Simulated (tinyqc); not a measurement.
# Composition from the perpendicular lattice constant

Problem. The layer is x parts of the first compound and 1 - x of the second, grown coherently on the second as substrate and barrier. Rows of the table: lattice constant a, average valence level Ea on an absolute scale, spin-orbit splitting so, gaps at Gamma, X and L, hydrostatic deformation potentials av and ac (Gamma), shear potential b, elastic constants, electron and heavy-hole (along z) masses. All are interpolated linearly in x; gaps get -C x (1 - x), taken wholly in the conduction band; real line-ups can differ from this model by 0.1 eV or more. In-plane strain e = (a_substrate - a)/a, e_z = -2 (c12/c11) e, volume change 2 e + e_z. X-ray diffraction gives a_z = a (1 + e_z) of the coherent layer. Find x, e and the relaxed Gamma gap.

Parameters, values chosen for the exercise: bowing of the Gamma gap CG = 0.477 eV; bowing of the X gap CX = 1.4 eV; bowing of the L gap CL = 0.33 eV.

Binary compounds, values chosen for the exercise:
```
	close to InAs	close to GaAs
a (angstrom)	6.058	5.653
Ea (eV)	-6.67	-6.92
so (eV)	0.385	0.344
EG (eV)	0.353	1.43
EX (eV)	1.37	1.88
EL (eV)	1.06	1.72
av (eV)	1	1.15
ac (eV)	-5.12	-7.11
b (eV)	-1.83	-1.71
c11 (GPa)	83.4	120
c12 (GPa)	46	53.2
me (m0)	0.0227	0.0661
mh (m0)	0.331	0.355
```

lattice constant along the growth direction = 5.79262665 angstrom

Answer. a_z changes steadily with x, about (1 + 2 c12/c11) times as fast as the relaxed lattice constant, so one composition matches.

x = 0.1800
e = -1.273 %
relaxed Gamma gap = 1.166 eV

Numbers from tinyqc (`OMP_NUM_THREADS=1 python tinyqc.py 2690063 2690064 out.jsonl`; about 0.01 s on one thread of a shared Intel Xeon 2.30GHz).
